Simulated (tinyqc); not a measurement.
# Threshold of a short bulk MOSFET: charge sharing, barrier lowering, narrow width, step by step

Computed by the program tinyqc: `OMP_NUM_THREADS=1 python tinyqc.py 2002078 2002079 out.jsonl`, one thread of a shared Intel Xeon 2.30GHz, about 0.01 s for the whole run. Printed values are rounded.

n-channel device on a p-type body, depletion approximation, full ionisation. Uniform doping N = Na. Vbi from Boltzmann statistics is rough for the degenerate source. Cox = eps0 eox/tox.

Parameters, values chosen for the exercise; band and dielectric values close to those of silicon:
```
symbol,value,unit,meaning
T,300,K,temperature
Eg,1.11,eV,band gap
eps_r,11.8,,relative permittivity
Nc,2.76e19,cm^-3,conduction-band density of states at T
Nv,2.68e19,cm^-3,valence-band density of states at T
eox,3.9,,relative permittivity of the gate insulator (close to silicon dioxide)
tox,3.8,nm,insulator thickness
Na,9.8e16,cm^-3,channel doping
Nsd,1e20,cm^-3,source and drain doping
Vfb,-0.97,V,flat-band voltage for the doping Na
xj,25,nm,junction depth
Vbs,-1,V,body-source voltage
Vds,0.5,V,drain-source voltage
W,620,nm,gate width
xw,0.7854,,shape factor of the fringing depletion at the width edges
L,470,nm,channel length
```

Constants: q = 1.602176634e-19 C, kB = 1.380649e-23 J/K, Vt = kB T/q, eps0 = 8.8541878128e-14 F/cm where lengths are in cm. Results are converted to the units shown.

## Long-channel threshold and scales

ni = sqrt(Nc Nv) exp(-Eg/(2 Vt)), Eg in volts; 2 pB = 2 Vt ln(N/ni); flat band Vfb - Vt ln(N/Na); Wd = sqrt(2 eps0 eps_r (2 pB - Vbs)/(q N)); body term q N Wd/Cox; long-channel VT0 = flat band + 2 pB + body term; Vbi = Vt ln(N Nsd/ni^2); scale length l = sqrt((eps_r/eox) tox Wd).

N = 9.8e16 cm^-3
2 pB = 0.8191186 V
flat band = -0.97 V
Wd = 155.5939 nm
body term = 0.2688434 V
VT0 = 0.1179620 V
Vbi = 0.9982202 V
l = 42.29576 nm

## Short-channel and narrow-width shifts

Charge sharing (trapezoid; it ignores Vds): F = (xj/L)(sqrt(1 + 2 Wd/xj) - 1), lowering = body term times F. Barrier lowering: th = exp(-L/(2 l)) + 2 exp(-L/l), lowering = th [2 (Vbi - 2 pB) + Vds], DIBL = th. Narrow width: rise = body term times xw Wd/W. VT by each model = VT0 - lowering + rise.

F = 0.1418662
lowering by charge sharing = 38.13980 mV
th = 0.003893624
lowering of the barrier = 3.341521 mV
DIBL = 3.893624 mV/V
narrow-width rise = 52.98967 mV
VT, charge sharing = 0.1328119 V
VT, barrier lowering = 0.1676102 V

L is 11.1 scale lengths. The charge-sharing lowering is 11.4 times the barrier lowering; the first falls off as 1/L and the second exponentially. Both describe the same loss of gate control, so they are alternatives and are not added.
